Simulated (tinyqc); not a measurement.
## Charge centroid from charge and shift

Question. A sheet of N electrons in the storage layer of a charge-trap cell shifts the threshold by U = (q/eps0) N (tb/eb + xc tn/en). Find xc and the distance xc tn from the blocking layer.

Values chosen for this exercise:
```
symbol  value  unit                    meaning
tn        6.1    nm              storage layer
en        7.3        its relative permittivity
tb       12.2    nm             blocking layer
eb          9        its relative permittivity
```

Constants: q = 1.602176634e-19 C, eps0 = 8.8541878128e-14 F/cm where lengths are in cm. Results are converted to the units shown.

N = 6.8e12 cm^-2
U = 2.0175567 V

Answer. U eps0/(q N) is the electrical distance from the gate; subtract that of the blocking layer.

xc = 0.3400
distance = 2.074 nm

Computed by the program tinyqc: `OMP_NUM_THREADS=1 python tinyqc.py 2130002 2130003 out.jsonl`, one thread of a shared Intel Xeon 2.30GHz, about 0.04 s for the whole run.
